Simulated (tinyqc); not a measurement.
From results back to parameters: nanosheet or nanowire with hard walls, valleys of the Si type. Three cases, with inputs chosen for the exercise.

Problem. In a hard-walled rectangle E(n, l) = c pi^2 (n^2/(m_y W^2) + l^2/(m_z H^2)), c = hbar^2/2m0. Two levels were computed from hidden W and H.

Constants: hbar^2/2m0 = 3.80998211 eV angstrom^2.

Case 1.

Values chosen (out of a larger set: near those of Si; not measured data): m_y = 0.19 m0 (mass across the width); m_z = 0.918 m0 (mass along the height).

E(1, 1) = 0.031522 eV
E(2, 1) = 0.072754 eV

Case 2.

Values chosen (out of a larger set: near those of Si; not measured data): m_y = 0.186 m0 (mass across the width); m_z = 0.922 m0 (mass along the height).

E(1, 1) = 0.019135 eV
E(2, 1) = 0.050079 eV

Case 3.

Values chosen (out of a larger set: near those of Si; not measured data): m_y = 0.192 m0 (mass across the width); m_z = 0.902 m0 (mass along the height).

E(1, 1) = 0.039817 eV
E(2, 1) = 0.062768 eV

Find: width term; height term; W; H.

Solution. The difference of the two levels is three times the width term; the rest of E(1, 1) is the height term.

Case 1.

width term = 13.74 meV
height term = 17.78 meV
W = 120.0 angstrom
H = 48.0 angstrom

Case 2.

width term = 10.31 meV
height term = 8.82 meV
W = 140.0 angstrom
H = 68.0 angstrom

Case 3.

width term = 7.65 meV
height term = 32.17 meV
W = 160.0 angstrom
H = 36.0 angstrom

Computed by tinyqc, one run a case: `OMP_NUM_THREADS=1 python tinyqc.py N N+1 out.jsonl` with N = 1251799, 1251887, 1251914; one thread of a shared Intel(R) Xeon(R) Processor @ 2.30GHz, about 0.03 s a run at most.
